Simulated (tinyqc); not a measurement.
Permittivity and interlayer from two capacitances.

Question. A two-layer stack has Cox = eps0/(t1/e1 + t2/e2) and EOT = 3.9 eps0/Cox. Find e2, the EOT of layer 1 and, with e1 given, t1.

Values chosen for this exercise: relative permittivity of layer 1 e1 = 3.99.

Constants: eps0 = 8.8541878128e-14 F/cm where lengths are in cm. Results are converted to the units shown.

Cox at t2 = 2.2 and 7.8 nm (uF/cm^2): [2.9727364, 1.6227339]

Answer. EOT is linear in t2 with slope 3.9/e2, and its intercept is the EOT of layer 1.

e2 = 22.6
EOT of layer 1 = 0.782 nm
t1 = 0.800 nm

Computed by the program tinyqc: `OMP_NUM_THREADS=1 python tinyqc.py 2010052 2010053 out.jsonl`, one thread of a shared Intel Xeon 2.30GHz, about 0.01 s for the whole run.
